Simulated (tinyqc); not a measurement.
Occupation against the Fermi level: defect-molecule model of a vacancy with Jahn-Teller distortion.

Four dangling hybrids a, b, c, d point into the vacancy: H_ii = E0, and -gm between any two. A tetragonal distortion Q pairs a with b and c with d: those two couplings become -gm - I Q and the other four -gm + I Q/2, at an elastic cost k Q^2/2. The a1 level holds two electrons; charge states 2+, + and 0 put n = 0, 1, 2 more into the lowest level of t2 origin. Energy from the 2+ state at Q = 0, with the Fermi level mu counted from Ev: W_n(Q) = n (et - 2 I Q) + k Q^2/2 + Uc n (n - 1)/2 - n mu. et = E0 + gm is the undistorted t2 level.

Constants: kB = 8.617333262e-05 eV/K.

Parameters, chosen for this exercise (of the size used for the vacancy in silicon; not measured data):
- E0 = -0.05 eV (level of a dangling hybrid, from Ev)
- gm = 0.37 eV (coupling between two dangling hybrids)
- I = 1.13 eV/angstrom (Jahn-Teller coupling)
- k = 14.9 eV/angstrom^2 (force constant of the mode)
- Uc = 0.4 eV (repulsion of two electrons in one orbital)
- T = 400 K (temperature)
- mu1 = 0.06 eV (first Fermi level)

Weights g_n exp(-W_n/kT) with W_n = n et - n^2 E_JT + Uc n (n - 1)/2 - n mu, E_JT = 2 I^2/k, degeneracies 1, 6 (spin and three axes) and 3; mu = mu1 + 0.03 j eV.

Shares:

| mu (eV) | 2+ | + | 0 | mean charge |
|---|---|---|---|---|
| 0.06 | 0.6838 | 0.3139 | 0.0023 | 1.6816 |
| 0.09 | 0.4728 | 0.5182 | 0.0090 | 1.4638 |
| 0.12 | 0.2684 | 0.7024 | 0.0291 | 1.2393 |
| 0.15 | 0.1271 | 0.7942 | 0.0787 | 1.0485 |
| 0.21 | 0.0176 | 0.6279 | 0.3545 | 0.6631 |
| 0.24 | 0.0050 | 0.4238 | 0.5713 | 0.4337 |
| 0.27 | 0.0012 | 0.2368 | 0.7621 | 0.2391 |
| 0.30 | 0.0002 | 0.1151 | 0.8847 | 0.1156 |

Give the missing row, mu (eV) = 0.18.

Computed row:
```
mu (eV)      2+       +       0  mean charge
0.18     0.0514  0.7672  0.1814       0.8700
```

U_eff = Uc - 2 E_JT = +0.057 eV and kT = 34.5 meV (the vacancy in silicon is known as negative-U; these values are not). The + state reaches at most 79.4 % on these rows, at mu = 0.15 eV. The mean charge goes from 1.68 to 0.12.

tinyqc: `OMP_NUM_THREADS=1 python tinyqc.py 1481343 1481344 out.jsonl`; about 0.01 s, one thread, shared Intel(R) Xeon(R) Processor @ 2.30GHz.
